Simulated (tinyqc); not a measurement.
Short-period [001] superlattice in sp3s* tight binding, step by step. Values are carried at full precision from step to step, so a last printed digit may differ when a step is redone from the rounded ones.

sp3s* tight binding, nearest neighbours only: anion (a) at 0, cation (c) at a/4 (1,1,1), orbitals s, px, py, pz, s* on each; k in units of 2 pi/a. With phases e_j = exp(i (pi/2) k.n_j) for n = (1,1,1), (1,-1,-1), (-1,1,-1), (-1,-1,1): g0 = (e1+e2+e3+e4)/4, g1 = (e1+e2-e3-e4)/4, g2 = (e1-e2+e3-e4)/4, g3 = (e1-e2-e3+e4)/4. The diagonal holds the levels Esa, Epa, Exa (s*) and Esc, Epc, Exc. Anion-cation block: <sa|sc> = Vss g0; <sa|xc> = Vsapc g1; <xa|sc> = -Vscpa g1; <xa|xc> = Vxx g0; <xa|yc> = <ya|xc> = Vxy g3, <xa|zc> = <za|xc> = Vxy g2, <ya|zc> = <za|yc> = Vxy g1; <s*a|xc> = Vxapc g1; <xa|s*c> = -Vpaxc g1; y and z take g2 and g3 in place of g1; s-s* and s*-s* vanish.

Values chosen for the exercise (A near a published set for GaAs, B for AlAs; not measured data): pA = (-8.329, 1.042, -2.65, 3.679, 8.579, 6.732, -6.438, 1.955, 5.074, 4.49, 5.789, 4.849, 4.809) eV (order Esa, Epa, Esc, Epc, Exa, Exc, Vss, Vxx, Vxy, Vsapc, Vscpa, Vxapc, Vpaxc); pB = (-7.526, 0.984, -1.161, 3.588, 7.486, 6.735, -6.682, 1.88, 4.284, 5.107, 5.513, 4.53, 5.003) eV (the same for B); dEv = 0.48 eV (valence offset: Ev(B) lies this far below Ev(A)); n = 2 (monolayers of A); m = 1 (monolayers of B).

## Band line-up of the two bulk crystals

Edges on the common scale: Ev, the conduction level at Gamma, the minimum on (kx,0,0) for kx from 0.5 to 1, and the level at X.

Edges (eV):
```
crystal,Ev,Gamma,Delta minimum,X
A,0.0000,1.5444,2.0304,2.0304
B,-0.4800,2.5785,1.7844,1.8136
```

For Gamma electrons A is the well, 1.034 eV deep; for X electrons B is, 0.217 eV deep; holes sit in A.

## Shifted levels

Planes alternate anion, cation along [001], a/4 apart; at zero in-plane momentum s, pz, s* form one block. All levels of A are shifted so that its Ev (lower root of [[Epa, Vxx], [Vxx, Epc]]) is 0, and those of B so that its Ev is -dEv. A monolayer is an anion plane and the cation plane above it; an anion between unlike cations takes the mean of the two anion levels; each bond takes the couplings of its cation. Block from an anion to the cation above: U with Vss/2 (s,s), Vsapc/2 (s,z), -Vscpa/2 (z,s), Vxx/2 (z,z), Vxapc/2 (s*,z), -Vpaxc/2 (z,s*); to the cation below: the same with the s-z and s*-z signs reversed. The cell of n + m monolayers is closed with the phase exp(2 pi i q). No spin-orbit coupling. In this block 2 (n + m) levels are filled.

Parameters in the order Esa, Epa, Esc, Epc, Exa, Exc, Vss, Vxx, Vxy, Vsapc, Vscpa, Vxapc, Vpaxc. Find Ev of each set and shift the levels.

Ev before the shift (eV): A 0.0024, B -0.0008

Levels (eV):
```
plane,s,p,s*
anion A,-8.3314,1.0396,8.5766
cation A,-2.6524,3.6766,6.7296
anion B,-8.0052,0.5048,7.0068
cation B,-1.6402,3.1088,6.2558
interface anion,-8.1683,0.7722,7.7917
```

## The matrix for n = 2, m = 1 at q = 0

Planes in the order a1, c1, a2, c2, ...; the A cations come first.

H (eV):
```
,sa1,za1,*a1,sc1,zc1,*c1,sa2,za2,*a2,sc2,zc2,*c2,sa3,za3,*a3,sc3,zc3,*c3
sa1,-8.168,0,0,-3.219,2.245,0,0,0,0,0,0,0,0,0,0,-3.341,-2.554,0
za1,0,0.772,0,-2.894,0.978,-2.405,0,0,0,0,0,0,0,0,0,2.756,0.940,2.502
*a1,0,0,7.792,0,2.425,0,0,0,0,0,0,0,0,0,0,0,-2.265,0
sc1,-3.219,-2.894,0,-2.652,0,0,-3.219,2.894,0,0,0,0,0,0,0,0,0,0
zc1,2.245,0.978,2.425,0,3.677,0,-2.245,0.978,-2.425,0,0,0,0,0,0,0,0,0
*c1,0,-2.405,0,0,0,6.730,0,2.405,0,0,0,0,0,0,0,0,0,0
sa2,0,0,0,-3.219,-2.245,0,-8.331,0,0,-3.219,2.245,0,0,0,0,0,0,0
za2,0,0,0,2.894,0.978,2.405,0,1.040,0,-2.894,0.978,-2.405,0,0,0,0,0,0
*a2,0,0,0,0,-2.425,0,0,0,8.577,0,2.425,0,0,0,0,0,0,0
sc2,0,0,0,0,0,0,-3.219,-2.894,0,-2.652,0,0,-3.219,2.894,0,0,0,0
zc2,0,0,0,0,0,0,2.245,0.978,2.425,0,3.677,0,-2.245,0.978,-2.425,0,0,0
*c2,0,0,0,0,0,0,0,-2.405,0,0,0,6.730,0,2.405,0,0,0,0
sa3,0,0,0,0,0,0,0,0,0,-3.219,-2.245,0,-8.168,0,0,-3.341,2.554,0
za3,0,0,0,0,0,0,0,0,0,2.894,0.978,2.405,0,0.772,0,-2.756,0.940,-2.502
*a3,0,0,0,0,0,0,0,0,0,0,-2.425,0,0,0,7.792,0,2.265,0
sc3,-3.341,2.756,0,0,0,0,0,0,0,0,0,0,-3.341,-2.756,0,-1.640,0,0
zc3,-2.554,0.940,-2.265,0,0,0,0,0,0,0,0,0,2.554,0.940,2.265,0,3.109,0
*c3,0,2.502,0,0,0,0,0,0,0,0,0,0,0,-2.502,0,0,0,6.256
```

## Levels of the small cell

Diagonalise (s, pz, s* block of a cell with n = 2, m = 1; px and py are apart). The lowest 6 levels are filled. Give the share of the cation weight of the lowest empty level that lies on the A cations, c1 and c2.

levels (eV): -12.436  -11.068  -10.891  -5.822  -5.494  -0.158  1.809  2.197  2.223  2.713  2.810  4.511  6.572  8.028  9.305  9.444  10.480  11.083

share on A cations = 0.834

The lowest empty level is number 7, at 1.809 eV.

## Checks

- Cell of two equal monolayers against the bulk levels at Gamma and X: they agree to 1e-10 or better.

(tinyqc, `OMP_NUM_THREADS=1 python tinyqc.py 1482764 1482765 out.jsonl`, Intel(R) Xeon(R) Processor @ 2.30GHz, 1 thread, shared host, about 0.3 s.)
